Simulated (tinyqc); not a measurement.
Metal-induced gap states at the contact of a metal chain and a two-band chain: one step. Density site by site. Four cases, with inputs chosen for the exercise.

Question. D1 = -Im G11/pi, D2 = (t g2)^2 D1, and each further period multiplies by l^2. The sum over all sites is (D1 + D2)/(1 - l^2). The Green functions stand in the order g1, g2.

The semiconductor alternates sites A at -Eg/2 and C at +Eg/2 with hopping -t; the gap runs from -Eg/2 to Eg/2. In the gap cosh(q a) = 1 + (Eg^2/4 - E^2)/(2 t^2) and the amplitude changes by -exp(-q a) a period. The metal has site energy 0 and hopping -tm; its end site has g_m = (E - i sqrt(4 tm^2 - E^2))/(2 tm^2). Sites 1, 2, ... count into the semiconductor, with energies e1, e2 alternating. The clean half chain has g1 = 1/(E - e1 - t^2 g2), g2 = 1/(E - e2 - t^2 g1), decaying root. With the contact G11 = 1/(1/g1 - tc^2 g_m), and the density on site j is -Im G_jj/pi = |psi_j/psi_1|^2 (-Im G11/pi), per spin, with psi_2/psi_1 = -t g2, psi_3/psi_2 = -t g1.

Case 1.

Values chosen (out of a larger set: gap and optical dielectric constant near those of SiC; the chain itself is a model; not measured data): t = 2.44 eV (hopping in the semiconductor).

l = 0.6357259

g1, g2 (1/eV): [-0.8471490, 0.1260464]

G11 = -0.1402720-0.1858617i 1/eV

Case 2.

Values chosen (out of a larger set: gap and optical dielectric constant near those of HfO2; the chain itself is a model; not measured data): t = 3.09 eV (hopping in the semiconductor).

l = 0.5372878

g1, g2 (1/eV): [0.0997225, -0.5642831]

G11 = 0.1032524-0.0162116i 1/eV

Case 3.

Values chosen (out of a larger set: gap and optical dielectric constant near those of GaN; the chain itself is a model; not measured data): t = 2.23 eV (hopping in the semiconductor).

l = 0.4648493

g1, g2 (1/eV): [-0.3729273, 0.2506561]

G11 = -0.3504230-0.0735771i 1/eV

Case 4.

Values chosen (out of a larger set: gap and optical dielectric constant near those of HfO2; the chain itself is a model; not measured data): t = 2.25 eV (hopping in the semiconductor).

l = 0.3372664

g1, g2 (1/eV): [-0.1648591, 0.4041058]

G11 = -0.1608456-0.0557341i 1/eV

Give: density on sites 1 to 8; Ds, the density per spin summed over the semiconductor.

Answer.

Case 1.

density on sites 1 to 8 (1/eV): [0.05916, 0.00560, 0.02391, 0.00226, 0.00966, 0.00091, 0.00391, 0.00037]

Ds, the density per spin summed over the semiconductor = 0.10868 1/eV

The first period holds 60 % of the gap states at this energy.

Case 2.

density on sites 1 to 8 (1/eV): [0.00516, 0.01569, 0.00149, 0.00453, 0.00043, 0.00131, 0.00012, 0.00038]

Ds, the density per spin summed over the semiconductor = 0.02931 1/eV

The first period holds 71 % of the gap states at this energy.

Case 3.

density on sites 1 to 8 (1/eV): [0.02342, 0.00732, 0.00506, 0.00158, 0.00109, 0.00034, 0.00024, 0.00007]

Ds, the density per spin summed over the semiconductor = 0.03921 1/eV

The first period holds 78 % of the gap states at this energy.

Case 4.

density on sites 1 to 8 (1/eV): [0.01774, 0.01467, 0.00202, 0.00167, 0.00023, 0.00019, 0.00003, 0.00002]

Ds, the density per spin summed over the semiconductor = 0.03657 1/eV

The first period holds 89 % of the gap states at this energy.

Computed by tinyqc, one run a case: `OMP_NUM_THREADS=1 python tinyqc.py N N+1 out.jsonl` with N = 1480024, 1480103, 1480106, 1480469; one thread of a shared Intel(R) Xeon(R) Processor @ 2.30GHz, about 0.01 s a run at most.
